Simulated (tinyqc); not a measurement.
# Octagonal on-chip spiral inductor, lumped pi model: two studies

Outer diameter do = di + 2 n wd + 2 (n - 1) sp, mean da = (do + di)/2, fill p = (do - di)/(do + di), length l = 3.314 n da. L = 2.25 mu0 n^2 da/(1 + 3.55 p), mu0 = 4 pi 1e-7 H/m. Rs = rho l/(wd delta (1 - exp(-th/delta))), delta = sqrt(rho/(pi f mu0)). Cs = n wd^2 eps0 eo/hu across the coil. At each end Cox = l wd eps0 eo/(2 ho) leads to the substrate branch Rsi = 2 rs he/(l wd) in parallel with Csi = l wd eps0 11.7/(2 he). With one end grounded Y = 1/(Rs + i w L) + i w Cs + 1/[1/(i w Cox) + 1/(1/Rsi + i w Csi)], w = 2 pi f; Q = -Im Y/Re Y. Eddy currents in neighbouring turns and in the substrate are left out.

Values chosen for this exercise; values of the order met in silicon radio-frequency processes:
- n = 4.5 (number of turns)
- wd = 6 um (line width)
- sp = 2 um (space between turns)
- di = 100 um (inner diameter)
- th = 0.9 um (metal thickness)
- rho = 1.9 uohm cm (metal resistivity)
- ho = 6.8 um (oxide below the coil)
- hu = 1.3 um (oxide between coil and underpass)
- eo = 3.9 (relative permittivity of the oxide)
- rs = 20 ohm cm (substrate resistivity)
- he = 50 um (effective spreading depth in the substrate)
- f = 1 GHz (frequency)

Constants: eps0 = 8.8541878128e-12 F/m. Results are converted to the units shown.

Each table varies one quantity; the others keep the values above.

## Quality factor against frequency

Apparent inductance Im(1/Y)/w; share of the loss Re(substrate branch)/Re Y.

Quality factor against frequency:
```
f (GHz)  Rs (ohm)  w L/Rs      Q  apparent inductance (nH)  loss in the substrate (%)
0.36        7.932   1.151  1.149                     4.037                    0.01421
0.59        8.197   1.825  1.820                     4.040                    0.07044
0.97        8.547   2.878  2.852                     4.050                     0.3815
1.6         9.013   4.502  4.363                     4.072                      1.937
2.6         9.611   6.861  6.193                     4.118                      7.461
4.2         10.40   10.25  7.719                     4.222                      20.64
6.9         11.49   15.23  7.773                     4.509                      42.31
11          12.87   21.68  5.732                     5.378                      63.78
18          14.84   30.76  1.808                     10.15                      80.72
```

What does the table show?

Q goes from 1.15 through a maximum of 7.77 (at f = 6.9 GHz among the rows listed) to 1.81; the exact peak is 8.02 at 5.50 GHz and Q reaches zero at the self-resonance, 21.7 GHz. The share of the substrate rises from 0.0142 to 80.7 %, and the apparent inductance ends at 2.51 times L. At the peak the substrate takes 31.7 % of the loss. For f = 18 the coil is longer than 0.15 of a wavelength in the oxide, where one lumped section is rough.

## Effect of the metal thickness

Same model as above.

Peak Q and its frequency from a search over f; self-resonance where Im Y = 0; Q at the given f (negative beyond resonance).

The same in every row: L (nH) = 4.036; do (um) = 168.0.

Effect of the metal thickness:
```
th (um)  peak Q  f of the peak (GHz)  self-resonance (GHz)  Q at f
0.5       6.122                6.667                 21.67   1.775
0.9       8.017                5.496                 21.67   2.930
1.5       9.642                4.623                 21.67   4.306
2         10.45                4.210                 21.67   5.196
3         11.33                3.741                 21.67   6.463
4         11.72                3.498                 21.67   7.265
6         11.99                3.294                 21.67   8.093
9         12.05                3.225                 21.67   8.507
```

As th goes from 0.5 to 9, L stays at 4.04 nH, the peak Q rises from 6.12 to 12.1, its frequency falls from 6.67 to 3.22 GHz and the self-resonance stays near 21.7 GHz. Once th exceeds a few skin depths Rs no longer falls.

Program tinyqc, `OMP_NUM_THREADS=1 python tinyqc.py 2302052 2302053 out.jsonl`; Intel Xeon 2.30GHz, shared host, one thread, about 0.01 s.
